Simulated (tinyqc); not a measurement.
Semiconductor laser, carrier and photon rate equations: two steps of the calculation.

Carrier density N and photon density S in one mode: dN/dt = F1 = eta I/(q V) - (A N + B N^2 + C N^3) - vg g S; dS/dt = F2 = G vg g S + G be B N^2 - S/tp, with g = g0 ln(N/Ntr)/(1 + ec S). Output power P = Fo Eph S V/(G tp). No heating, no carrier transport.

Inputs (values chosen for the exercise):

| symbol | value | unit | meaning |
|---|---|---|---|
| V | 3.9e-12 | cm^3 | active volume |
| G | 0.11 |  | confinement factor |
| vg | 7.7e9 | cm/s | group velocity |
| g0 | 2000 | 1/cm | gain coefficient |
| Ntr | 1.7e18 | cm^-3 | transparency density |
| ec | 2.4e-17 | cm^3 | gain compression |
| tp | 2.2 | ps | photon lifetime |
| A | 8.1e7 | 1/s | defect recombination coefficient |
| B | 9.6e-11 | cm^3/s | radiative coefficient |
| C | 2.3e-29 | cm^6/s | Auger coefficient |
| be | 0.00035 |  | share of spontaneous emission into the mode |
| eta | 0.87 |  | injection efficiency |
| Fo | 0.65 |  | share of cavity losses that is output |
| Eph | 0.95 | eV | photon energy |
| I | 3.5 | mA | drive current |
| dt | 2 | ps | time step |

Constants: q = 1.602176634e-19 C. Results are converted to the units shown.

Question 1. Power, relaxation frequency, damping and bandwidth. Jacobian, with a = g0/(N (1 + ec S)) and d = g/(1 + ec S): J11 = -(A + 2 B N + 3 C N^2) - vg a S, J12 = -vg d, J21 = G vg a S + 2 G be B N, J22 = G vg d - 1/tp. wR^2 = det J, gamma = -trace J, fR = wR/(2 pi); the response wR^2/(wR^2 - w^2 + i gamma w) falls to 1/sqrt(2) at w^2 = x + sqrt(x^2 + wR^4), x = wR^2 - gamma^2/2 (f3dB = w/(2 pi)).

N = 2.236933372e18 cm^-3
S = 9.569494728e14 cm^-3

Find: P; fR; gamma; f3dB.

Answer 1.

P = 1.526 mW
fR = 8.624 GHz
gamma = 17.52 1/ns
f3dB = 13.15 GHz

Question 2. One Runge-Kutta step of a transient. y = (N, S), k1 = F(y), k2 = F(y + dt k1/2), k3 = F(y + dt k2/2), k4 = F(y + dt k3), y(new) = y + dt (k1 + 2 k2 + 2 k3 + k4)/6.

(N, S) at the start: N (1e18 cm^-3) 2.282, S (1e15 cm^-3) 0.478

Wanted: slopes per ps, N in 1e18 and S in 1e15 cm^-3; (N, S) after the step.

Answer 2.

slopes per ps, N in 1e18 and S in 1e15 cm^-3:
```
       dN/dt    dS/dt
k1  0.001772  0.01845
k2  0.001683  0.01970
k3  0.001678  0.01971
k4  0.001583  0.02100
```

(N, S) after the step: N (1e18 cm^-3) 2.285, S (1e15 cm^-3) 0.5174

Computed by the program tinyqc: `OMP_NUM_THREADS=1 python tinyqc.py 2840101 2840102 out.jsonl`, one thread of a shared Intel Xeon 2.30GHz, about 0.01 s for the whole run.
